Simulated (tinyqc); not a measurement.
What moves lifetime and leakage: Shockley-Read-Hall recombination through one deep level.

One level at Et with degeneracy 1: tn = 1/(sn vth Nt), tp = 1/(sp_ vth Nt), n1 = Nc exp((Et - Eg)/kT), p1 = Nv exp(-Et/kT), ni^2 = n1 p1. Equilibrium n0 = Nm, p0 = ni^2/Nm; n = n0 + dn, p = p0 + dn. U = (n p - ni^2)/(tp (n + n1) + tn (p + p1)), lifetime dn/U; emission rates en = sn vth n1, ep = sp_ vth p1.

Constants: kB = 8.617333262e-05 eV/K.

Parameters, chosen for this exercise (gap and densities of states near those of InP at this temperature; the results hold for these values, not for the real material):
```
symbol  value     unit    meaning
Eg      1.306     eV      gap
Nc      1.03e+18  1/cm^3  conduction-band density of states
Nv      2.26e+19  1/cm^3  valence-band density of states
T       450       K
Et      1.018     eV      recombination level above Ev
Nt      2.5e+15   1/cm^3  defects
sn      1e-16     cm^2    electron capture cross-section
sp_     7e-15     cm^2    hole capture cross-section
vth     13000000  cm/s    thermal velocity, both carriers
Nm      2.5e+16   1/cm^3  equilibrium electrons for the lifetime steps
dn      9.2e+16   1/cm^3  excess pairs
```

G = Nt en ep/(en + ep). Each row changes one parameter from the base and keeps the others.

Results:
```
case                  lifetime (microsecond)  G (1/(cm^3 s))
base                                  0.2464        2.04e+16
Et = 1.058 eV                         0.2464        7.28e+15
sn = 2e-16 cm^2                       0.1254        2.04e+16
sp_ = 1.4e-14 cm^2                    0.2442        4.08e+16
Nt = 1.25e+15 1/cm^3                  0.4927        1.02e+16
Nm = 7.5e+16 1/cm^3                   0.1739        2.04e+16
dn = 2.76e+17 1/cm^3                  0.2865        2.04e+16
```

The largest shifts from the base row, up to three for each result and ties (the steps differ in size, so this ranks the rows, not the parameters). lifetime (microsecond): Nt +0.246, sn -0.121, Nm -0.0724; unchanged at the printed digits by Et. G (1/(cm^3 s)): sp_ +2.04e+16, Et -1.31e+16, Nt -1.02e+16; unchanged at the printed digits by sn, Nm and dn.

(tinyqc, `OMP_NUM_THREADS=1 python tinyqc.py 1650698 1650699 out.jsonl`, Intel(R) Xeon(R) Processor @ 2.30GHz, 1 thread, shared host, about 0.01 s.)
